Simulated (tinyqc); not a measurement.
# Thin-body transistor below threshold, two-dimensional Poisson equation on a small mesh: effect of the gate voltage

A thin body on a thick buried insulator of low permittivity, taken as carrying no normal field at the bottom of the body (row 0). Mobile charge is neglected (subthreshold), the body is fully depleted, and potentials are counted from the intrinsic level; rows run upward to the gate, columns from source to drain.

Mesh: rows i = 0..12 in the semiconductor (step hs = tb/12, row 12 on the interface), then 8 step(s) ho = tox/8 up to the gate row 20; columns j = 0..80 (step hy = L/80). Box integration, divided by eps0: up_i = eps hy/h of the interval above row i, dn_i = that of the interval below (0 for row 0), lat_i = (sum of eps h/2 over the intervals above and below)/hy, s_i = -q Na w_i hy/eps0 with w_i the semiconductor height of the box (hs/2 for row 0 and the interface row, hs between, 0 in the insulator). Each free node obeys (up + dn + 2 lat) psi = up psi(above) + dn psi(below) + lat [psi(left) + psi(right)] + s. Fixed values: gate row Vg - Vfb; column 0 at Vbi and the last column at Vbi + Vd in the semiconductor, each running linearly to Vg - Vfb across the insulator. The system is solved directly. On row 0 the minimum of psi and its place come from a parabola through the three lowest nodes; barrier = Vbi - minimum, swing = Vt ln 10/(d psi/dVg), DIBL = (d psi/dVd)/(d psi/dVg) there. Lambda = pi/k with k the smallest positive root of tan(k tox) tan(k tb) = eox/eps_r.

Parameters, values chosen for the exercise; semiconductor permittivity made up:
- T = 300 K (temperature)
- eps_r = 12.9 (relative permittivity of the semiconductor)
- eox = 9 (relative permittivity of the insulator)
- tb = 8 nm (body thickness)
- tox = 3.2 nm (insulator thickness)
- L = 38 nm (channel length)
- Na = 2.1e17 cm^-3 (acceptor density of the depleted body)
- Vbi = 0.48 V (potential of the source)
- Vfb = 0.13 V (gate offset)
- Vd = 0.7 V (drain voltage)

Constants: q = 1.602176634e-19 C, kB = 1.380649e-23 J/K, Vt = kB T/q, eps0 = 8.8541878128e-14 F/cm where lengths are in cm. Results are converted to the units shown.

Effect of the gate voltage:
```
Vg (V)	L/Lambda	barrier (V)	place y/L	swing (mV/decade)	DIBL (mV/V)
-0.2	1.538	0.5944	0.4350	76.37	97.86
-0.12	1.538	0.5321	0.4299	76.54	95.62
-0.04	1.538	0.4700	0.4239	76.75	93.06
0.04	1.538	0.4080	0.4167	77.04	90.11
0.12	1.538	0.3463	0.4079	77.42	86.66
0.2	1.538	0.2850	0.3969	77.97	82.56
```

What does the table show?

As Vg goes from -0.2 to 0.2 V, the barrier falls from 0.594 to 0.285 V, the swing rises from 76.4 to 78.0 mV a decade and DIBL falls from 97.9 to 82.6 mV/V; the ideal swing is 59.5. The barrier top moves from y/L = 0.435 to 0.397, towards the source.

Numbers from tinyqc (`OMP_NUM_THREADS=1 python tinyqc.py 2480143 2480144 out.jsonl`; about 0.2 s on one thread of a shared Intel Xeon 2.30GHz).
